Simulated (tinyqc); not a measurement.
Defect, radiative and Auger recombination at equal electron and hole densities (ABC model): one step. The efficiency peak. Three cases, with inputs chosen for the exercise.

Task: IQE peaks at n_p = sqrt(Ae/C); with Q = B/sqrt(Ae C), IQE_max = Q/(Q + 2).

J/(e d) = Ae n + B n^2 + C n^3 with Ae = A + 4 S/w (four side walls, carriers spread evenly), e = 1.602176634e-19 C, lengths in cm; internal efficiency IQE = B n^2/(Ae n + B n^2 + C n^3); all injected carriers recombine in the layer.

Case 1.

Values chosen (orders of magnitude like those quoted for GaAs; the results hold for these values, not for the real material): A = 1700000 1/s (defect rate); B = 2e-10 cm^3/s (radiative coefficient); C = 3e-30 cm^6/s (Auger coefficient); S = 6400 cm/s (recombination velocity of the side walls); w = 4.9 micrometre (side of the square mesa); d = 65 nm (active thickness).

Case 2.

Values chosen (orders of magnitude like those quoted for InP; the results hold for these values, not for the real material): A = 15000000 1/s (defect rate); B = 9.3e-11 cm^3/s (radiative coefficient); C = 5.2e-31 cm^6/s (Auger coefficient); S = 0 cm/s (recombination velocity of the side walls); w = 4.1 micrometre (side of the square mesa); d = 130 nm (active thickness).

Case 3.

Values chosen (orders of magnitude like those quoted for InP; the results hold for these values, not for the real material): A = 4400000 1/s (defect rate); B = 1e-10 cm^3/s (radiative coefficient); C = 4.8e-31 cm^6/s (Auger coefficient); S = 24 cm/s (recombination velocity of the side walls); w = 11 micrometre (side of the square mesa); d = 160 nm (active thickness).

Give: Ae; n_p; Q; IQE_max; J at the peak.

Result:

Case 1.

Ae = 5.394e+07 1/s
n_p = 4.240e+18 1/cm^3
Q = 15.72
IQE_max = 0.887
J at the peak = 4.22e+03 A/cm^2

The side walls supply 97 % of Ae.

Case 2.

Ae = 1.500e+07 1/s
n_p = 5.371e+18 1/cm^3
Q = 33.30
IQE_max = 0.943
J at the peak = 5.92e+03 A/cm^2

The side walls are taken as passivated.

Case 3.

Ae = 4.487e+06 1/s
n_p = 3.058e+18 1/cm^3
Q = 68.14
IQE_max = 0.971
J at the peak = 2.47e+03 A/cm^2

The side walls supply 2 % of Ae.

Computed by tinyqc, one run a case: `OMP_NUM_THREADS=1 python tinyqc.py N N+1 out.jsonl` with N = 1682185, 1682435, 1682531; one thread of a shared Intel(R) Xeon(R) Processor @ 2.30GHz, about 0.01 s a run at most.
